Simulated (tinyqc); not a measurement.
Surface Green function of a zigzag honeycomb ribbon two chains wide, Sancho-Rubio decimation: effect of the broadening.

A semi-infinite lead of cells 0, 1, 2, ... with H0 inside a cell and H1 = <cell i|H|cell i + 1>. Cell of four sites joined 1-2-3-4 by -t; site 2 joins site 1 of the next cell and site 3 joins site 4 of the next cell. z = E + i eta.

Start with e_s = e = H0, a = H1, b = H1^dagger. Each round: g = (z - e)^(-1); e_s <- e_s + a g b; e <- e + a g b + b g a; a <- a g a; b <- b g b (all with the old a, b). Round k joins cells 2^k apart. Stop when the largest entry of the matrices a and b is below 1e-12 eV; g_s = (z - e_s)^(-1), bulk (z - e)^(-1), density of states -Im Tr/pi. The last column counts the steps of the plain recursion g <- (z - H0 - H1 g H1^dagger)^(-1), one cell a step from g = (z - H0)^(-1), until no entry changes by more than 1e-8 1/eV.

Parameters, values chosen for the exercise:
```
symbol,value,unit,meaning
E,-2.32,eV,energy
```

H0 (eV):
```
      1      2     3      4
1  0.21     -1     0      0
2    -1  -0.21    -1      0
3     0     -1  0.21     -1
4     0      0    -1  -0.21
```

H1 (eV):
```
    1  2  3   4
1   0  0  0   0
2  -1  0  0   0
3   0  0  0  -1
4   0  0  0   0
```

Effect of the broadening:
```
eta (eV)  rounds  surface density of states (1/eV)  plain steps
0.3            6                            0.5073           17
0.1            8                            0.6312           47
0.04           9                            0.6974          116
0.02          10                            0.7237          233
0.01          11                            0.7376          465
0.004         12                            0.7463         1164
```

The rounds go from 6 to 12 and the plain steps from 17 to 1164. Inside a band the plain recursion needs a number of steps that grows as 1/eta, the decimation only as log2(1/eta). The density of states tends to 0.7522 1/eV as eta goes to zero; the first row is 33 % below that and the last 0.78 % below it.

Program tinyqc, `OMP_NUM_THREADS=1 python tinyqc.py 2680038 2680039 out.jsonl`; Intel Xeon 2.30GHz, shared host, one thread, about 0.04 s.
